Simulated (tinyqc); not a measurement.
MOS capacitor with interface traps: C-V stretch-out, conductance peak and subthreshold swing: one step, computed by the program tinyqc.

Energies at the interface are counted from the valence band. psi > 0 means bending towards depletion, so the surface potential is -psi. Boltzmann statistics, full ionisation, no quantum confinement. Traps are neutral when filled up to E_n, with a sharp (zero-temperature) occupation.

Problem. Capacitances, high-low extraction and swing. C_LF = [1/C_ox + 1/(C_s + C_it)]^-1; C_HF = [1/C_ox + 1/C_s(HF)]^-1; high-low estimate D = [(1/C_LF - 1/C_ox)^-1 - (1/C_HF - 1/C_ox)^-1]/e; stretch-out |dV_G/d psi| = 1 + (C_s + C_it)/C_ox; swing factor at this bending (the subthreshold swing when psi lies between phi_B and 2 phi_B) S = ln(10) (k_B T/e)(1 + (C_s(HF) + C_it)/C_ox).

Inputs (values chosen for the exercise, for a model semiconductor): gap E_g = 3.55 eV; band bending towards depletion psi = 0.57 V; temperature T = 350 K.

Substrate: n-type. Trap spectrum: U-shaped.

C_ox = 0.2869562 microF/cm^2

C_s = 0.01486383 microF/cm^2

C_it = 0.2723791 microF/cm^2

C_s at high frequency = 0.01486383 microF/cm^2

k_B T = 0.03016067 eV

Constants: e = 1.602176634e-19 C.

Give: C_LF; C_HF; high-low estimate of D; stretch-out; swing factor S.

Solution.

C_LF = 0.1435 microF/cm^2

C_HF = 0.01413 microF/cm^2

high-low estimate of D = 1.700e+12 cm^-2 eV^-1

stretch-out = 2.001

swing factor S = 139.0 mV/decade

Caution: traps deeper than about 24 k_B T and minority carriers reach equilibrium slowly or not at all, so the charges here are limits for very slow sweeps.
